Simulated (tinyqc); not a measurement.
MP2 on RHF in the sto-3g basis, for H3+, spin multiplicity 1, step by step. One step of it, computed by the program tinyqc.

Question. Iteration 3 (converged): orbitals. Diagonalise F' = X^T F X, C = X C', fill 1 alpha and 1 beta electrons from the bottom; D = 2 C_occ C_occ^T. Each column has its largest component positive (the first on a tie).

converged F (hartree), lower triangle:
```
,1H 1s,2H 1s,3H 1s
1H 1s,-0.824288
2H 1s,-0.802999,-0.824288
3H 1s,-0.802924,-0.802924,-0.824230
```

X, lower triangle:
```
,1H 1s,2H 1s,3H 1s
1H 1s,1.210404
2H 1s,-0.257914,1.210404
3H 1s,-0.257829,-0.257829,1.210352
```

Give: F' = X^T F X; orbital energies; coefficients C; D after iteration 3.

Answer.

F' = X^T F X (hartree), lower triangle:
```
,1,2,3
1,-0.4215
2,-0.3756,-0.4215
3,-0.3756,-0.3756,-0.4216
```

orbital energies (hartree): MO1 -1.1727, MO2 -0.0460, MO3 -0.0459

coefficients C:
```
,MO1,MO2,MO3
1H 1s,0.4011,-0.5994,1.0383
2H 1s,0.4011,-0.5994,-1.0383
3H 1s,0.4010,1.1988,0.0000
```

D after iteration 3, lower triangle:
```
,1H 1s,2H 1s,3H 1s
1H 1s,0.3217
2H 1s,0.3217,0.3217
3H 1s,0.3217,0.3217,0.3217
```
